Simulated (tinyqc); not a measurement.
What moves the results: shallow acceptor in the spherical four-band model. A value that a table varies takes the place of the one given here.

The ground state 1S3/2 has an L = 0 part f(r) and an L = 2 part g(r). In units of Ry* and a*, with Gaussians f_i = exp(-a_i r^2), g_i = r^2 exp(-a_i r^2), A = a_i + a_j and I(n) = Gamma((n + 1)/2)/(2 A^((n + 1)/2)): S_ff = I(2), S_gg = I(6), H_ff = (6 a_i a_j/A) I(2) - 2 I(1), H_gg = (14 a_i a_j/A) I(6) - 2 I(5), H_fg = -mu [15 I(2) - 20 a_j I(4) + 4 a_j^2 I(6)]; each function is then normalised. The split-off band is left out.

Converged values use 22 exponents 2.2^i, i = -7 to 14, for f and for g.

Units Ry* = Ry/(g1 eps^2) and a* = a0 eps g1; mu = (6 g3 + 4 g2)/(5 g1) is the spherical heavy-light coupling and delta = (g3 - g2)/g1 the cubic term, which is left out.

Constants: Ry = 13.60569312 eV; a0 (Bohr radius) = 0.5291772105 angstrom.

Values chosen for the exercise (near those of a shallow acceptor in Si, where the small spin-orbit splitting and strong warping make this model rough; not measured data): mus = (0.13, 0.32, 0.51, 0.6, 0.77, 0.84, 0.87) (couplings); rc = 2.1 angstrom (radius of the central cell); Vs = (3, 1, 0, -1, -2, -3, -4) eV (central-cell strengths); g1 = 4.28 (Luttinger gamma1); g2 = 0.34 (gamma2); g3 = 1.45 (gamma3); eps = 11.6 (dielectric constant).

## Strength of the heavy-light coupling

Ry* = 23.6244 meV

Converged values in Ry* and a*; the heavy-mass hydrogen model gives 1/(1 - mu).

Results:
```
mu,binding (Ry*),1/(1 - mu),ratio,L = 2 weight,<r> (a*),binding (meV)
0.13,1.015,1.149,0.883,0.007,1.481,24.0
0.32,1.102,1.471,0.750,0.044,1.382,26.0
0.51,1.315,2.041,0.644,0.114,1.187,31.1
0.60,1.503,2.500,0.601,0.161,1.056,35.5
0.77,2.296,4.348,0.528,0.274,0.720,54.2
0.84,3.126,6.250,0.500,0.332,0.541,73.9
0.87,3.758,7.692,0.488,0.359,0.455,88.8
```

What does this show, and why?

The binding starts as 1 + O(mu^2), 1.015 at mu = 0.13, since the coupling enters in second order, and reaches 3.76 at mu = 0.87. The ratio to the heavy-mass model falls from 0.88 to 0.49, towards about 0.44 as mu goes to 1: the bound hole is only partly heavy. The L = 2 weight grows to 0.36 and the radius shrinks by a factor 3.3.

## Central-cell correction

mu = 0.47009
a* = 26.273 angstrom

A short-range term V exp(-r^2/rc^2) is added (negative: attracts the hole); its elements are V S (A/(A + 1/rc^2))^(3/2) for f and ^(7/2) for g, in the same units.

Results:
```
V (eV),1S binding (meV),2S binding (meV),<r> (angstrom),L = 2 weight
3.0,26.7,7.70,36.0,0.094
1.0,28.3,7.92,33.9,0.095
0.0,29.6,8.09,32.5,0.097
-1.0,31.5,8.31,30.6,0.098
-2.0,34.4,8.64,28.2,0.100
-3.0,39.2,9.13,24.9,0.103
-4.0,48.0,9.89,20.7,0.107
```

How do the results move?

From V = 0 to -4 eV the 1S binding grows by 18.4 meV (62 %) and the 2S binding by 1.81 meV, so the chemical shift sits mainly in the ground state. A repulsion of 3 eV removes 2.9 meV. The slope is 8.87 meV per eV over the last step against 0.98 on the repulsive side, since attraction pulls the state into the cell: the route from a shallow to a deep level.

## What each parameter does

Converged values. Each row changes one parameter from the base and keeps the others.

Results:
```
case,mu,Ry* (meV),binding (meV),<r> (angstrom)
base,0.470,23.62,29.63,32.5
g1 = 4.62,0.435,21.89,26.48,36.2
g2 = 0.29,0.461,23.62,29.33,32.8
g3 = 1.33,0.436,23.62,28.61,33.5
eps = 12.5,0.470,20.34,25.52,35.0
```

How do the results move?

The largest shifts from the base row, up to three for each result and ties (the steps differ in size, so this ranks the rows, not the parameters). mu: g1 -0.035, g3 -0.034, g2 -0.009; unchanged at the printed digits by eps. Ry* (meV): eps -3.28, g1 -1.74; unchanged at the printed digits by g2 and g3. binding (meV): eps -4.11, g1 -3.15, g3 -1.02. <r> (angstrom): g1 +3.7, eps +2.5, g3 +1.0. g1 acts twice: it lowers Ry* and it lowers mu.

Program tinyqc; command `OMP_NUM_THREADS=1 python tinyqc.py 1281323 1281324 out.jsonl`; about 0.04 s on one thread of a shared Intel(R) Xeon(R) Processor @ 2.30GHz.
